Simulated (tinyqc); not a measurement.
Three programmes: liquidus of a compound AB in a simple-solution melt, liquid-phase epitaxy and vapour pressures. Computed by tinyqc, a small Python program. Command: `OMP_NUM_THREADS=1 python tinyqc.py 3029486 3029487 out.jsonl liq35 walk`. One thread of a shared host (Intel(R) Xeon(R) Processor @ 2.30GHz), about 0.05 s of CPU time with the checks.

x is the atom fraction of B in the melt. The melt is a simple solution: R T ln gamma_B = W (1 - x)^2, R T ln gamma_A = W x^2, W = a + b T. The solid AB is stoichiometric.

Inputs (values chosen for the exercise, modelled on InAs for the melt):
```
quantity                        value       unit
melting point T_F                1215          K
entropy of fusion S_F            60.5  J/(mol K)
interaction a                    16.8     kJ/mol
interaction slope b             -41.5  J/(mol K)
saturation temperature T          976          K
step dT                           5.8          K
cooling rate c                   0.42      K/min
diffusivity in the melt D     3.4e-05     cm^2/s
molar volume of the melt V_L     16.8   cm^3/mol
lattice constant a0             6.058   angstrom
melt depth w                      3.8         mm
```

Constants: R = 8.314462618 J/(mol K); N_A = 6.02214076e+23 1/mol; k_B = 8.617333262e-05 eV/K.

Method:
- Liquidus (Vieland): f(x) = R T ln[4 x (1 - x)] + 2 W (1/2 - x)^2 + S_F (T_F - T) = 0.
- Newton steps with f' = (1 - 2x)[R T/(x (1 - x)) - 2 W], from the dilute estimate x = (1/4) exp[-(S_F (T_F - T) + W/2)/(R T)]; stop below 1e-13; f under 1e-6 shown as 0.
- dx/dT = -(df/dT)/f', df/dT = R ln[4 x (1 - x)] + 2 b (1/2 - x)^2 - S_F, f' = (1 - 2x)[R T/(x (1 - x)) - 2 W]. Concentrations: C_L = x N_A/V_L in the melt, C_S = 4/a0^3 in the solid; m = dT/dC_L.
- Semi-infinite melt (Hsieh): step d = 2 dT sqrt(D t/pi)/(C_S m); ramp d = (4/3) c sqrt(D/pi) t^(3/2)/(C_S m); supercooling is their sum. A melt of depth w can give at most w (undercooling)/(C_S m).

C_S = 1.79917e+22 1/cm^3

slope m = 3.43028e-20 K cm^3

dx/dT = 8.13260e-04 1/K

solubility x = 0.113581

Thickness (micrometre):
```
t (min)    step        ramp  supercooling  sqrt(D t) (mm)
0.2       2.142  2.0681e-02         2.163          0.2020
0.5       3.387  8.1749e-02         3.468          0.3194
1.0       4.790  2.3122e-01         5.021          0.4517
2.0       6.773  6.5399e-01         7.427          0.6387
5.0      10.710  2.5851e+00        13.295          1.0100
10.0     15.146  7.3118e+00        22.458          1.4283
20.0     21.420  2.0681e+01        42.101          2.0199
```

What does the comparison show, and why?

Step cooling goes as t^(1/2), ramp cooling as t^(3/2); they are equal at t = 3 dT/(2 c) = 20.7 min. The local exponent of their sum runs from 0.52 to 0.91. Rows with sqrt(D t) above about half the depth of 3.8 mm are overestimates.
